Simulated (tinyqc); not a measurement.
Against the doping: grain-boundary trapping model (Seto) of a polycrystalline semiconductor film. Computed by tinyqc, a small Python program. Command: `OMP_NUM_THREADS=1 python tinyqc.py 3021945 3021946 out.jsonl poly walk`. One thread of a shared host (Intel(R) Xeon(R) Processor @ 2.30GHz), about 0.01 s of CPU time with the checks.

Grains of equal size L are joined by thin boundaries with one trap level. Trapped carriers deplete a width W on each side and raise a barrier, crossed by thermionic emission. Dopants are fully ionised, statistics are non-degenerate and mu_g does not depend on T.

Inputs (values chosen for the exercise, modelled on polycrystalline silicon): permittivity eps = 11.7; effective mass m = 0.29 m_0; effective density of states at 300 K, N_c = 2.8e+19 1/cm^3; grain size L = 100 nm; trap density Q_t = 1.7e+12 1/cm^2; trap level E_t below the band edge = 0.21 eV; temperature T = 300 K.

Grain interior: neglected.

Constants: e = 1.602176634e-19 C; eps_0 = 8.8541878128e-12 F/m; k_B = 8.617333262e-05 eV/K; m_0 = 9.1093837015e-31 kg; k_B = 1.380649e-23 J/K.

Method:
- If all traps fill, the grain is just depleted at N* = Q_t/L, with the barrier e Q_t L/(8 eps eps_0).
- N_c(T) = N_c (T/300 K)^(3/2). Filled traps Q = Q_t/(1 + (1/2) exp((E_t* - E_F)/k_B T)), where E_t* = e V_B - E_t and E_F are counted from the band edge at the grain centre. Partial depletion: Q = 2 N W, V_B = e N W^2/(2 eps eps_0), E_F = k_B T ln(N/N_c); solve for W. If that W would exceed L/2 the grain is fully depleted: W = L/2, Q = N L, and E_F follows from the trap equation. Centre density n_0 = N_c exp(E_F/k_B T).
- Boundary: sigma_b = L e^2 n_0 exp(-e V_B/k_B T)/sqrt(2 pi m k_B T); rho = 1/sigma_b. Mean carrier density n_av = n_0 [(1 - 2W/L) + (2W/L) (sqrt(pi)/2) erf(y)/y], y = sqrt(e V_B/k_B T); effective mobility 1/(e n_av rho).

N* = 1.70e+17 1/cm^3

The same film:
```
N (1/cm^3)  W (nm)   V_B (V)  mean density (1/cm^3)  mobility (cm^2/(V s))  rho (ohm cm)
5.10e+15    50.000  0.009860             1.6664e+14                 1489.1    2.5153e+01
1.70e+16    50.000  0.032865             1.1497e+15                  775.4    7.0012e+00
4.20e+16    50.000  0.081196             1.5561e+16                  169.2    2.3708e+00
8.50e+16    37.304  0.091469             5.1228e+16                   93.2    1.3074e+00
1.40e+17    29.276  0.092789             9.6090e+16                   77.8    8.3537e-01
2.00e+17    24.437  0.092355             1.4774e+17                   73.5    5.7502e-01
3.40e+17    18.291  0.087959             2.7484e+17                   79.6    2.8536e-01
6.80e+17    11.478  0.069277             6.0667e+17                  148.5    6.9264e-02
1.70e+18     4.958  0.032312             1.6498e+18                  570.5    6.6310e-03
6.80e+18     1.249  0.008203             6.7836e+18                 1410.3    6.5238e-04
```

What does the comparison show, and why?

The barrier peaks among these rows at N = 1.4e17 (0.093 V) and the mobility has its minimum at 2.0e17; N* is 1.7e17. While the grain is fully depleted (W = L/2) V_B grows as N; once all traps are filled it falls as 1/N (last exponent -0.99). From 8.5e16 to 3.4e17 it is pinned, because the trap level has met E_F and the traps fill only in part. Partly depleted rows (W < L/2) with e V_B below 2 k_B T stretch the depletion approximation. Where the barrier is low the mobility is too high, because scattering inside the grains is left out. Where N approaches N_c the non-degenerate statistics fail. rho drops most steeply, as N^-2.6, between 6.8e17 and 1.7e18.

Extremes, crossings and ranges named in words are read from the listed rows.
